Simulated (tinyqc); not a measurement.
Limits against temperature: thermal and gravitational stress in a wafer during furnace and rapid thermal processing, and the onset of slip. Computed by tinyqc, a small Python program. Command: `OMP_NUM_THREADS=1 python tinyqc.py 3008838 3008839 out.jsonl slip walk`. One thread of a shared host (Intel(R) Xeon(R) Processor @ 2.30GHz), about 0.01 s of CPU time with the checks.

A thin free disc in plane stress, isotropic; T(r) = T_centre + dT (r/R)^n. Stress is positive in tension; sigma_SB = 5.670374419e-8 W/(m^2 K^4), g = 9.80665 m/s^2.

Inputs (values chosen for the exercise, modelled on silicon):
```
quantity,value,unit
wafer radius R,225,mm
thickness t,925,micrometre
Young's modulus E,143,GPa
expansion alpha,4.32,1e-6/K
prefactor A of the critical stress,0.00052,MPa
energy U of the critical stress,1.03,eV
density rho,2330,kg/m^3
heat capacity c,974,J/(kg K)
conductivity k,28.8,W/(m K)
wafer spacing s,11,mm
```

Constants: k_B = 8.617333262e-05 eV/K.

Method. Critical resolved stress tau_c = A exp(U/(k_B T)), a form chosen for the exercise; slip when 0.492799 |s_tt(R)| > tau_c; allowed |dT| = tau_c (n + 2)/(0.492799 n alpha E). In a stack heated from the rim, heat flows inward by conduction and by radiation between wafers: k_eff = k + (16/3) sigma_SB T^3 s^2/t (a diffusion estimate with the spacing as path length). A steady ramp gives the parabolic lag dT = rho c (ramp) R^2/(4 k_eff); the allowed ramp uses n = 2.

For the parabolic profile:
```
T (K),tau_c (MPa),allowed |dT| (K),k_eff (W/(m K)),allowed ramp (K/min)
1050,45.686,300.14,74.60,46.770
1125,21.389,140.52,85.13,24.988
1200,11.011,72.34,97.16,14.681
1275,6.128,40.26,110.79,9.318
1350,3.641,23.92,126.13,6.302
1425,2.284,15.01,143.27,4.492
1500,1.502,9.87,162.31,3.346
```

What follows from these numbers?

From 1050 to 1500 K the allowed difference falls 30 times and the allowed ramp 14 times; radiation, which grows as T^3, gives back a factor 2.18. Ramps must slow as the wafer gets hotter.
